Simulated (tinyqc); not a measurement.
Potential-pH (Pourbaix) lines of a metal, its cation, its oxide and an oxyanion, with a complexing ligand: one step, computed by the program tinyqc.

Potentials are against the standard hydrogen electrode; solids and water have unit activity; dG_f of M, H+ and the electron is zero; F = e N_A and s = R T ln(10)/F. The cation carries z = 3.

Task: Mixed potential with oxygen reduction. Anodic i = i0a 10^((E - E_a)/b_a) with E_a the cation line with ligand; cathodic i = i0c 10^((E_c - E)/b_c) with E_c the oxygen line; supply caps the cathodic current, 1/i_c = 1/i(Tafel) + 1/i_L. E_corr makes the two currents equal. Without the cap it would be [b_c E_a + b_a E_c + b_a b_c log10(i0c/i0a)]/(b_a + b_c). Rate = i V_m/(z F). Films are left out.

Inputs (values chosen for the exercise, modelled on gallium):

| quantity | value | unit |
|---|---|---|
| temperature T | 298.15 | K |
| pH | 9.6 | - |
| limiting current density i_L | 0.00019 | A/cm^2 |
| molar volume V_m | 11.8 | cm^3/mol |

Species: M, M3+, M2O3, MO2(-).

exchange current densities, metal and cathodic (A/cm^2): 2.4e-05  1.6e-10

Tafel slopes, anodic and cathodic (mV/decade): 75  155

cation line with ligand = -0.7591747 V

oxygen line = 0.6609617 V

Constants: e = 1.602176634e-19 C; N_A = 6.02214076e+23 1/mol.

Give: E_corr without the cap; corrosion potential E_corr; corrosion current density; i/i_L; etch rate.

Result:

E_corr without the cap = -0.5577 V

corrosion potential E_corr = -0.6919 V

corrosion current density = 1.896e-04 A/cm^2

i/i_L = 0.9978

etch rate = 4.637 nm/min

The current sits at the supply limit: stirring or more oxidant, not the ligand, sets the rate. Caution: other oxidation states, hydroxides and hydrides are left out, and the lines say nothing of rates. Caution: at this pH the oxyanion, not the cation, is the stable product, so this anodic line is not the one that acts. Caution: E_corr lies below the hydrogen line, so hydrogen evolution, left out here, adds cathodic current.
